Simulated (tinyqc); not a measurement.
RHF in the 3-21g basis, for H-, spin multiplicity 1, step by step. The basis has no diffuse functions, so it cannot describe the extra electron: this is an exercise in the method, not the real anion. One step of it, computed by the program tinyqc.

Question. Iteration 1: building the Fock matrix. J_ij = sum D_kl (ij|kl), K_ij = sum D_kl (ik|jl); F = H + J - 0.5 K; E = tr D H + tr D J / 2 - 0.25 tr D K + E_nn.

D at the start:
```
           1H 1s      1H 2s
1H 1s   3.152758  -2.752190
1H 2s  -2.752190   2.402515
```

core Hamiltonian H = T + V (hartree):
```
           1H 1s      1H 2s
1H 1s  -0.171513  -0.489511
1H 2s  -0.489511  -0.408216
```

Two-electron integrals (ij|kl) in chemists' order, unique and non-zero (hartree):
```
(11|11) 1.140145   (21|11) 0.611403   (21|21) 0.345152   (22|11) 0.626370
(22|21) 0.380329   (22|22) 0.482957
```

nuclear repulsion = 0 hartree

Give: Coulomb J; exchange K; Fock matrix F; total energy of this density.

Answer.

Coulomb J (hartree):
```
       1H 1s  1H 2s
1H 1s  1.734  0.942
1H 2s  0.942  1.042
```

exchange K (hartree):
```
       1H 1s  1H 2s
1H 1s  1.058  0.168
1H 2s  0.168  0.155
```

Fock matrix F (hartree):
```
       1H 1s  1H 2s
1H 1s  1.033  0.368
1H 2s  0.368  0.556
```

total energy of this density = 1.86978 hartree
